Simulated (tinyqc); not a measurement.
Energy and delay of logic against supply voltage: one step of the calculation.

One expression serves below and above threshold: I(Vg) = Ik [ln(1 + exp((Vg - VT + dd V)/(al nf Vt)))]^al, with I_on = I(V) and I_off = I(0). Gate delay td = kd C V/I_on, clock period LD td. Per gate and cycle the switching energy is act C V^2 and the leakage energy I_off V LD td. No short-circuit current, no variation. Minima are sought above 0.09 V; below a few Vt gates no longer switch and the model has no meaning.

Task. New V. Minimum-energy supply: E(V) is the energy per gate and cycle; with h = 0.001 V, E' = (E(V + h) - E(V - h))/(2 h), E'' = (E(V - h) - 2 E(V) + E(V + h))/h^2, V(new) = V - E'/E''.

Inputs (values chosen for the exercise); values of the order met in logic technologies:
- T = 300 K (temperature)
- VT = 0.39 V (threshold voltage at zero drain bias)
- nf = 1.39 (slope factor)
- dd = 0.07 (barrier lowering per volt of supply)
- Ik = 0.85 uA (specific current of a gate)
- al = 1.51 (exponent of the current law)
- C = 3.2 fF (load capacitance of a gate)
- kd = 0.8 (delay factor)
- LD = 40 (logic depth)
- act = 0.02 (activity factor)

Constants: q = 1.602176634e-19 C, kB = 1.380649e-23 J/K, Vt = kB T/q. Results are converted to the units shown.

V at the start = 0.38 V

Give: E'; E''; V after iteration 1.

Result.

E' = 38.986 aJ/V
E'' = 314.56 aJ/V^2
V after iteration 1 = 0.25606 V

tinyqc, about 0.01 s, one thread, Intel Xeon 2.30GHz (shared host): `OMP_NUM_THREADS=1 python tinyqc.py 2082154 2082155 out.jsonl`
